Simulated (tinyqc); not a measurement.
Two-band massive Dirac model of the K valleys, step by step. Values are carried at full precision from step to step, so a last printed digit may differ when a step is redone from the rounded ones.

Basis (conduction, valence): H = [[D/2, a t (tau kx - i ky)], [a t (tau kx + i ky), -D/2 + lam tau sz]], valley tau = +/-1, spin sz = +/-1. The gap of a spin and valley is G = D - lam tau sz. Berry curvature Omega = curl of i<u|grad u>; for the conduction band Omega_c = -tau 2 a^2 t^2 G/(G^2 + 4 a^2 t^2 k^2)^(3/2), and Omega_v = -Omega_c.

Constants: hbar^2/2m0 = 3.80998211 eV angstrom^2.

Values chosen for the exercise (near those used for monolayer MoSe2; not measured data):
- a = 3.308 angstrom (lattice constant)
- D = 1.57 eV (gap parameter)
- t = 0.89 eV (effective hopping)
- lam = 0.093 eV (half the valence spin splitting)
- tau = -1 (valley)
- sz = -1 (spin)
- k = (-0.08, 0.038) 1/angstrom (wave vector from the valley)
- h = 0.01 1/angstrom (side of the plaquette)

## Band edges of the four flavours

At k = 0: Ec = D/2, Ev = -D/2 + lam tau sz; mass m/m0 = c G/(a t)^2 for both bands, c = hbar^2/2m0; Omega_c(0) = -2 tau a^2 t^2/G^2.

Edges:
```
tau  sz  Ec (eV)  Ev (eV)  G (eV)  mass (m0)  Omega_c (angstrom^2)
1     1   0.7850  -0.6920  1.4770     0.6492                -7.947
1    -1   0.7850  -0.8780  1.6630     0.7310                -6.268
-1    1   0.7850  -0.8780  1.6630     0.7310                 6.268
-1   -1   0.7850  -0.6920  1.4770     0.6492                 7.947
```

The top of the valence band has spin up at tau = +1 and spin down at tau = -1: spin and valley are locked, with 186 meV between the two valence bands (A and B transitions at 1.477 and 1.663 eV, without exciton binding).

## H at one k

Fill in the matrix and diagonalise: E = lam tau sz/2 -/+ sqrt(G^2/4 + a^2 t^2 k^2).

H (eV):
```
                c               v
c          0.7850  0.2355-0.1119i
v  0.2355+0.1119i         -0.6920
```

levels (eV): -0.7367  0.8297

cos(theta) = G/(E+ - E-) = 0.9429

## Curvature, orbital moment and circular dichroism

Omega_c from the formula; orbital moment of both bands m = -tau (a t)^2 G/(c (G^2 + 4 a^2 t^2 k^2)) in Bohr magnetons (charge -e), c = hbar^2/2m0; interband strengths |P+/-|^2 proportional to (1 +/- tau cos(theta))^2 for P+/- = Px +/- i Py, and eta = (|P+|^2 - |P-|^2)/(|P+|^2 + |P-|^2) = 2 tau cos(theta)/(1 + cos^2(theta)).

Omega_c = 6.663 angstrom^2
orbital moment = 1.370 muB
eta = -0.9983

All three change sign with the valley. The selection rule, exact at k = 0, still holds to 99.8 % here.

## The curvature from a plaquette

Corners counter-clockwise around k, from (-h/2, -h/2); upper eigenvector u with its first component real and positive; Omega = -(sum of arg <u_j|u_(j+1)>)/h^2.

Corners:
```
j       kx      ky      u_c               u_v  arg <u_j|u_j+1> (rad)
1  -0.0850  0.0330  0.98484  0.16169+0.06277i               0.001205
2  -0.0750  0.0330  0.98756  0.14390+0.06332i               0.002750
3  -0.0750  0.0430  0.98626  0.14331+0.08216i              -0.001557
4  -0.0850  0.0430  0.98358  0.16104+0.08147i              -0.003064
```

Omega_c from the plaquette = 6.661 angstrom^2

The formula at the centre gives 6.663; the plaquette averages over its area.

## Checks

- Curvature formula against a plaquette of side 1e-4: both 6.6626.
- Eta against the matrix elements of dH/dkx +/- i dH/dky: both -0.99828.

tinyqc: `OMP_NUM_THREADS=1 python tinyqc.py 1481131 1481132 out.jsonl`; about 0.01 s, one thread, shared Intel(R) Xeon(R) Processor @ 2.30GHz.
